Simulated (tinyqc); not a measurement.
Defect-molecule model of a vacancy with Jahn-Teller distortion: one step. Vertical against thermal levels. Four cases, with inputs chosen for the exercise.

Question. At fixed Q the level for adding the first electron is et - 2 I Q. Capture into 2+ at Q0 = 0 costs et; removal from + at Q1 = 2 I/k takes place at et - 2 E_JT, E_JT = 2 I^2/k; the thermal level lies between, and the Franck-Condon shift is E_JT on each side. et = E0 + gm.

Four dangling hybrids a, b, c, d point into the vacancy: H_ii = E0, and -gm between any two. A tetragonal distortion Q pairs a with b and c with d: those two couplings become -gm - I Q and the other four -gm + I Q/2, at an elastic cost k Q^2/2. The a1 level holds two electrons; charge states 2+, + and 0 put n = 0, 1, 2 more into the lowest level of t2 origin. Energy from the 2+ state at Q = 0, with the Fermi level mu counted from Ev: W_n(Q) = n (et - 2 I Q) + k Q^2/2 + Uc n (n - 1)/2 - n mu. et = E0 + gm is the undistorted t2 level.

Give: levels; Stokes shift.

Case 1.

Values chosen (of the size used for the vacancy in silicon; the results hold for these values, not for the real material): E0 = -0.16 eV (level of a dangling hybrid, from Ev); gm = 0.33 eV (coupling between two dangling hybrids); I = 0.93 eV/angstrom (Jahn-Teller coupling); k = 19 eV/angstrom^2 (force constant of the mode).

Answer.

levels (eV): vertical at Q0 0.1700, thermal 0.0790, vertical at Q1 -0.0121

Stokes shift = 0.1821 eV

Case 2.

Values chosen (of the size used for the vacancy in silicon; the results hold for these values, not for the real material): E0 = -0.14 eV (level of a dangling hybrid, from Ev); gm = 0.37 eV (coupling between two dangling hybrids); I = 0.95 eV/angstrom (Jahn-Teller coupling); k = 16.3 eV/angstrom^2 (force constant of the mode).

Answer.

levels (eV): vertical at Q0 0.2300, thermal 0.1193, vertical at Q1 0.0085

Stokes shift = 0.2215 eV

Case 3.

Values chosen (of the size used for the vacancy in silicon; the results hold for these values, not for the real material): E0 = -0.05 eV (level of a dangling hybrid, from Ev); gm = 0.37 eV (coupling between two dangling hybrids); I = 1.23 eV/angstrom (Jahn-Teller coupling); k = 15.9 eV/angstrom^2 (force constant of the mode).

Answer.

levels (eV): vertical at Q0 0.3200, thermal 0.1297, vertical at Q1 -0.0606

Stokes shift = 0.3806 eV

Case 4.

Values chosen (of the size used for the vacancy in silicon; the results hold for these values, not for the real material): E0 = -0.09 eV (level of a dangling hybrid, from Ev); gm = 0.35 eV (coupling between two dangling hybrids); I = 0.93 eV/angstrom (Jahn-Teller coupling); k = 12.2 eV/angstrom^2 (force constant of the mode).

Answer.

levels (eV): vertical at Q0 0.2600, thermal 0.1182, vertical at Q1 -0.0236

Stokes shift = 0.2836 eV

Computed by tinyqc, one run a case: `OMP_NUM_THREADS=1 python tinyqc.py N N+1 out.jsonl` with N = 1480032, 1480820, 1481123, 1481520; one thread of a shared Intel(R) Xeon(R) Processor @ 2.30GHz, about 0.01 s a run at most.
